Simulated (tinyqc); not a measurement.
Voltage acceleration of oxide breakdown, four models on the same data: two steps of the calculation.

Field E = V/tox in MV/cm. Models: ln(t63/1 s) = a - c X with X = E (E model), -1/E (1/E model), ln V (power law, c the exponent n) or sqrt(E).

Inputs (values chosen for the exercise):
```
symbol,value,unit,meaning
tox,1.4,nm,oxide thickness
Vu,1.1,V,use voltage
Ts,423,K,stress temperature
Tu,358,K,use temperature
Ea,0.53,eV,activation energy
ks,0.00032,,factor for area and percentile
```

Constants: q = 1.602176634e-19 C, kB = 1.380649e-23 J/K. Results are converted to the units shown.

Problem 1. Fitting the models. The three stress times were made with the power model, c = 34.5, and are treated as data. For each model fit ln t63 on X by least squares over the three points.

```
stress  V (V)  t63 (s)
0        1.85    29490
1        2.17      120
2        2.45    1.823
```

Find: c; a; largest misfit in ln t63 (0: below 0.002).

Solution 1.

```
model        c        a  largest misfit in ln t63 (0: below 0.002)
E       2.2648   40.115                                    0.22341
1/E     520.53  -29.013                                    0.21785
power   34.501   31.516                                    0.00000
sqrt E  17.700   74.586                                    0.11128
```

The worst misfit of any model is 0.22 in ln t63, a factor of 1.25 in time, comparable to the scatter of t63 from small samples, so such data hardly tell the models apart.

Problem 2. Projection to use conditions. Project to Vu, multiply by exp[(Ea q/kB)(1/Tu - 1/Ts)] and by ks; ten years are 3.15576e8 s. The largest voltage for ten years solves the same relation for V.

```
model           c           a
E       2.2647839   40.115051
1/E     520.52612  -29.012688
power   34.500687   31.516127
sqrt E  17.700497   74.585696
```

Find: temperature factor; lifetime; largest voltage for ten years.

Solution 2.

temperature factor = 14.012

```
model   lifetime (years)  largest voltage for ten years (V)
E                0.70169                            0.93576
1/E             2.1085e6                             1.3498
power             258.08                             1.2087
sqrt E            9.9301                             1.0997
```

The lifetimes span 6.48 decades, from the E model (most cautious) to the 1/E model; the allowed voltage spans 0.936 to 1.35 V. 2 of the four models pass ten years at Vu. Lifetimes beyond a thousand years are formal extrapolations.

Range of the model: All four laws are empirical fits; none is established far below the stress range.

tinyqc, about 0.01 s, one thread, Intel Xeon 2.30GHz (shared host): `OMP_NUM_THREADS=1 python tinyqc.py 2070007 2070008 out.jsonl`
